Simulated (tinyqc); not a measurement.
Three-level Kane dispersion of a narrow-gap semiconductor: one step. Plasma and cyclotron energies. Four cases, with inputs chosen for the exercise.

Problem. hbar wp = sqrt(8 pi c (e^2/4 pi eps0) n/(eps m)), hbar wc = 2 muB B/m (classical limit), with m = m(EF) and, for comparison, the edge mass; n in angstrom^-3.

Constants: hbar^2/2m0 = 3.80998211 eV angstrom^2; e^2/(4 pi eps0) = 14.39964547 eV angstrom; muB = 5.788381798e-05 eV/T.

Case 1.

Values chosen (out of a larger set: near those of InAs; not measured data): n = 1.9e+17 cm^-3 (electron density); eps = 12.4 (high-frequency dielectric constant); B = 2.5 T (magnetic field).

m(EF) = 0.0274312 m0
m0* = 0.0225381 m0

Case 2.

Values chosen (out of a larger set: near those of HgTe; not measured data): n = 2.9e+18 cm^-3 (electron density); eps = 14.6 (high-frequency dielectric constant); B = 4.2 T (magnetic field).

m(EF) = 0.0496717 m0
m0* = 0.0247382 m0

Case 3.

Values chosen (out of a larger set: near those of GaSb; not measured data): n = 9.1e+16 cm^-3 (electron density); eps = 14.4 (high-frequency dielectric constant); B = 2.9 T (magnetic field).

m(EF) = 0.0385994 m0
m0* = 0.0369737 m0

Case 4.

Values chosen (out of a larger set: near those of InSb; not measured data): n = 2.3e+18 cm^-3 (electron density); eps = 15.5 (high-frequency dielectric constant); B = 2.3 T (magnetic field).

m(EF) = 0.0371688 m0
m0* = 0.0125914 m0

Give: hbar wp with m(EF), with m0*; hbar wc with m(EF), with m0*.

Solution.

Case 1.

hbar wp with m(EF), with m0* (meV): 27.75  30.62

hbar wc with m(EF), with m0* (meV): 10.55  12.84

hbar wc is not small against EF - Ec = 48.2 meV, so fewer than ten Landau levels are filled and the classical value is only a guide.

Case 2.

hbar wp with m(EF), with m0* (meV): 74.25  105.22

hbar wc with m(EF), with m0* (meV): 9.79  19.65

EF - Ec = 198.0 meV is 20 times hbar wc, so the classical value applies.

Case 3.

hbar wp with m(EF), with m0* (meV): 15.02  15.35

hbar wc with m(EF), with m0* (meV): 8.70  9.08

hbar wc is not small against EF - Ec = 19.5 meV, so fewer than ten Landau levels are filled and the classical value is only a guide.

Case 4.

hbar wp with m(EF), with m0* (meV): 74.19  127.47

hbar wc with m(EF), with m0* (meV): 7.16  21.15

EF - Ec = 252.9 meV is 35 times hbar wc, so the classical value applies.

Computed by tinyqc, one run a case: `OMP_NUM_THREADS=1 python tinyqc.py N N+1 out.jsonl` with N = 1051147, 1051502, 1080036, 1080099; one thread of a shared Intel(R) Xeon(R) Processor @ 2.30GHz, about 0.01 s a run at most.
